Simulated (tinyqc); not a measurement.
Inside a calculation. Method: Jacobi rotations on a symmetric matrix. One step of it, computed by the program tinyqc.

Question. Jacobi rotation 3. Take the largest off-diagonal element A_pq; tan 2 theta = 2 A_pq / (A_qq - A_pp) with |theta| <= pi/4; A' = J^T A J with J_pp = J_qq = cos, J_pq = sin, J_qp = -sin.

A':
```
           1          2          3
1   0.201296  -0.005053  -0.005995
2  -0.005053   4.990047   0.000000
3  -0.005995   0.000000   4.560657
```

Give: p, q, theta; A'.

Answer.

p, q, theta (rad): 1.0000  3.0000  -0.0014

A':
```
         1        2       3
1   0.2013  -0.0051  0.0000
2  -0.0051   4.9900  0.0000
3   0.0000   0.0000  4.5607
```
